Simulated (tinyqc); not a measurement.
# From one set of inputs to another, one input at a time

Model: single-oscillator infrared dielectric function of a polar cubic crystal. Computed by tinyqc, a small Python program. Command: `OMP_NUM_THREADS=1 python tinyqc.py 3030348 3030349 out.jsonl infrared ladder`. One thread of a shared host (Intel(R) Xeon(R) Processor @ 2.30GHz), about 0.01 s of CPU time with the checks.

One ion pair, charges +Z* and -Z*, in a cell of volume Omega = a^3/4. Frequencies omega are given as wavenumbers (1/cm); eps_s is the static dielectric constant.

The inputs printed are set A. Set A is modelled on cubic silicon carbide; the values taken over come from a set modelled on indium arsenide. Inputs not listed in the table keep their values of set A, so the rows need not describe a real material.

Inputs (values chosen for the exercise, modelled on cubic silicon carbide):
```
quantity,value,unit
lattice constant a,4.36,angstrom
mass M_A,28.086,u
mass M_B,12.011,u
omega_TO,788,1/cm
Born charge Z*,2.75,e
eps_inf,6.49,-
eps_m of the surrounding medium,1,-
```

Structure: zinc blende. Free carriers: absent.

Constants: nu for 1 eV/(angstrom^2 u) = 15.6333042 THz; 1 THz = 33.35640952 1/cm; e^2/(4 pi eps_0) = 14.39964548 eV angstrom.

Method. mu = M_A M_B/(M_A + M_B); ionic plasma term W^2 = 4 pi Z*^2 (e^2/(4 pi eps_0))/(Omega mu) in eV/(angstrom^2 u), turned into 1/cm by W = 15.6333042 x 33.35640952 x sqrt(W^2); omega_LO^2 = omega_TO^2 + W^2/eps_inf; eps_s = eps_inf + W^2/omega_TO^2; Szigeti charge 3 Z*/(eps_inf + 2); longitudinal (Callen) charge Z*/eps_inf. Without damping, eps(omega) = -x eps_m gives omega^2 = omega_TO^2 (eps_s + x eps_m)/(eps_inf + x eps_m): x = 1 for a flat surface at large wave vector, x = 2 for the dipole mode of a small sphere. The reflectivity R for light from vacuum (not from the medium eps_m) vanishes where eps = 1, omega^2 = omega_TO^2 (eps_s - 1)/(eps_inf - 1).

Each row keeps all changes above it:
```
input moved,from,to,eps_s,Szigeti charge (e),sphere mode (1/cm)
set A,-,-,9.93,0.9717,934.0
mass M_B (u),12.011,74.92,7.91,0.9717,851.2
eps_inf,6.49,12.3,13.72,0.5769,826.1
lattice constant a (angstrom),4.36,6.058,12.83,0.5769,802.4
mass M_A (u),28.086,114.82,12.54,0.5769,794.5
omega_TO (1/cm),788,217,15.44,0.5769,239.6
eps_m of the surrounding medium,1,3.9,15.44,0.5769,233.3
Born charge Z* (e),2.75,2.52,14.93,0.5287,230.8
```

Which inputs carry the difference?

eps_s goes from 9.93 to 14.9, a factor 1.50 in all. The largest single move comes from eps_inf (a factor 1.73), and mass M_B works against it (a factor 0.796). Szigeti charge goes from 0.972 to 0.529, a factor 0.544 in all. The largest single move comes from eps_inf (a factor 0.594). Sphere mode goes from 934 to 231, a factor 0.247 in all. The largest single move comes from omega_TO (a factor 0.302). The single moves hold for this order of the switches; the total does not depend on the order.

Extremes, crossings and ranges named in words are read from the listed rows.
